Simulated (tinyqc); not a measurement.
# Zero-field depth and permittivity from two fields

Question. The apparent depth of a Coulomb trap is Et - sqrt(q F/(pi eps0 eps_r)). Find Et and eps_r.

Constants: q = 1.602176634e-19 C, eps0 = 8.8541878128e-14 F/cm where lengths are in cm. Results are converted to the units shown.

apparent depth at F = 44 and 180 kV/cm (eV): 0.23982255  0.19873710

Answer. The depth is linear in sqrt(F): the intercept is Et and the slope -sqrt(q/(pi eps0 eps_r)).

Et = 0.280 eV
eps_r = 15.7

Numbers from tinyqc (`OMP_NUM_THREADS=1 python tinyqc.py 2050046 2050047 out.jsonl`; about 0.01 s on one thread of a shared Intel Xeon 2.30GHz).
